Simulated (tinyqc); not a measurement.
Free and trapped electrons in a MOS channel with a dense trap tail: two steps of the calculation.

p-type body, charge-sheet picture, full ionisation (an idealisation for deep acceptors), Boltzmann statistics for free electrons. e = Ec - EF at the surface. Acceptor-like traps of density D(E) = D0 + De exp(-E/Ew) at depth E below Ec, from 0 to Eu, hold n_t = integral of D(E)/(1 + exp((e - E)/Vt)). psi = Eg - Vt ln(Nv/Na) - e; N_dep = sqrt(2 eps0 eps_r Na (psi - Vt)/q); n_f = sqrt(N_dep^2 + 2 eps0 eps_r Vt Nc exp(-e/Vt)/q) - N_dep; Vg = Vfb + psi + q (N_dep + n_t + n_f)/Cox, Cox = eps0 eox/tox.

Inputs (values chosen for the exercise); band and dielectric values close to those of 4H silicon carbide:
```
symbol    value         unit                                             meaning
T           300            K                                         temperature
Eg         3.25           eV                                            band gap
eps_r      9.61                                            relative permittivity
Nc       1.7e19        cm^-3              conduction-band density of states at T
Nv      2.45e19        cm^-3                 valence-band density of states at T
eox         3.9                           relative permittivity of the insulator
tox          70           nm                                 insulator thickness
Na       3.1e16        cm^-3                                    acceptor density
Vfb       -2.34            V            flat-band voltage without trapped charge
D0       1.3e10  cm^-2 eV^-1  constant background density of acceptor-like traps
De       9.1e12  cm^-2 eV^-1          density of the tail at the conduction edge
Ew         0.13           eV                            decay energy of the tail
Eu         0.96           eV        depth below Ec down to which the traps reach
mf          220   cm^2/(V s)                          mobility of free electrons
e         0.097           eV                              Ec - EF at the surface
```

Constants: q = 1.602176634e-19 C, kB = 1.380649e-23 J/K, Vt = kB T/q, eps0 = 8.8541878128e-14 F/cm where lengths are in cm. Results are converted to the units shown.

Problem 1. Trapped charge. Trapezoid rule on 12 equal steps from 0 to Eu, f = 1/(1 + exp((e - E)/Vt)).

Wanted: E; D(E) f; n_t.

Solution 1.

```
point   E (eV)  D(E) f (cm^-2 eV^-1)
0            0              2.090e11
1      0.08000              1.683e12
2       0.1600              2.456e12
3       0.2400              1.444e12
4       0.3200              7.891e11
5       0.4000              4.325e11
6       0.4800              2.397e11
7       0.5600              1.355e11
8       0.6400              7.922e10
9       0.7200              4.879e10
10      0.8000              3.234e10
11      0.8800              2.345e10
12      0.9600              1.865e10
```

n_t = 5.982e11 cm^-2

Problem 2. Charges and gate voltage. psi, N_dep, n_f and Vg as defined, with the n_t given; free share n_f/(n_f + n_t); apparent mobility mf n_f/(n_f + n_t); gate voltage spent on traps q n_t/Cox.

n_t = 5.9816529e11 cm^-2

Find: psi; N_dep; n_f; Vg; free share; apparent mobility; gate voltage spent on traps.

Solution 2.

psi = 2.9805 V
N_dep = 9.8635e11 cm^-2
n_f = 5.4051e10 cm^-2
Vg = 5.9623 V
free share = 8.2873 %
apparent mobility = 18.232 cm^2/(V s)
gate voltage spent on traps = 1.9427 V

tinyqc, about 0.02 s, one thread, Intel Xeon 2.30GHz (shared host): `OMP_NUM_THREADS=1 python tinyqc.py 2222154 2222155 out.jsonl`
